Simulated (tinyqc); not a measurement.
Worked calculation: conductance of a narrow metal strip with scatterers (square lattice, Green functions). Values are carried at full precision from step to step, so a last printed digit may differ when a step is redone from the rounded ones.

A strip of W sites across with hard walls, site energy 0 and hopping -t. Mode n = 1 to W has profile chi_n(j) = sqrt(2/(W + 1)) sin(n j pi/(W + 1)) and energy en = -2t cos(n pi/(W + 1)); E = en - 2t cos(kn a). With z_n = exp(i kn a) (Im k > 0 for closed modes, |z| < 1) each lead gives the self-energy -t z_n in mode n. One column carries the site energies v, here a notch at the edge (a site raised out of reach). In the mode basis V_nm = sum_j chi_n(j) v_j chi_m(j), G = (E - en + 2 t z_n - V)^-1, and t_nm = 2t sqrt(sin(kn a) sin(km a)) G_nm in size for open modes. T = sum |t_nm|^2, conductance (2e^2/h) T.

Constants: e^2/h = 3.874045865e-05 S.

Parameters, chosen for this exercise (hopping and spacing of the size met in Cu or Al; the lattice is a model; shifted at random, so the results belong to these values and not to a real crystal): t = 1.47 eV (hopping); a = 2.64 angstrom (spacing); W = 3 (sites across); E = -0.5 eV (Fermi energy); v = (50, 0, 0) eV (site energies in the scattering column).

## Modes at the Fermi energy

For each n: en, cos(kn a) = (en - E)/(2t), z_n and the velocity 2 t a sin(kn a) (zero if closed).

Modes:

| n | en (eV) | cos(k a) | z | dE/dk (eV angstrom) |
|---|---|---|---|---|
| 1 | -2.0789 | -0.53704 | -0.53704+0.84356i | 6.5474 |
| 2 | 0.0000 | 0.17007 | 0.17007+0.98543i | 7.6485 |
| 3 | 2.0789 | 0.87717 | 0.87717+0.48017i | 3.7269 |

3 of 3 modes are open, so the clean strip has a resistance of 4302 ohm, whatever its length.

## The scatterer in the mode basis

Form V_nm.

V (eV), lower triangle:
```
         n=1      n=2      n=3
n=1  12.5000
n=2  17.6777  25.0000
n=3  12.5000  17.6777  12.5000
```

A single site couples every mode that has amplitude on it.

## Green function and transmission

E - en + 2 t z_n = 2t (z_n - cos(kn a)). Invert, form |t_nm|^2 = (2t)^2 Im(z_n) Im(z_m) |G_nm|^2 and sum. The added resistance is 1/(2 (e^2/h) T) less the same for the clean strip.

G (1/eV):
```
                 n=1              n=2              n=3
n=1  -0.0040-0.3132i  -0.0048+0.1090i  -0.0070+0.1582i
n=2  -0.0048+0.1090i  -0.0059-0.2132i  -0.0085+0.1915i
n=3  -0.0070+0.1582i  -0.0085+0.1915i  -0.0123-0.4304i
```

|t_nm|^2, lower triangle:
```
        n=1     n=2     n=3
n=1  0.6033
n=2  0.0856  0.3818
n=3  0.0878  0.1503  0.3695
```

T = 2.0020
added resistance = 2145 ohm

Mode 3 passes least (0.608) and mode 1 most (0.777); 32.3 % of the transmitted flux changes mode.

## Checks

- Transmitted plus reflected flux against the number of open modes: both 3.00000.

Run: tinyqc, `OMP_NUM_THREADS=1 python tinyqc.py 1481521 1481522 out.jsonl`; Intel(R) Xeon(R) Processor @ 2.30GHz, one thread, shared host; about 0.01 s of CPU time with all checks.
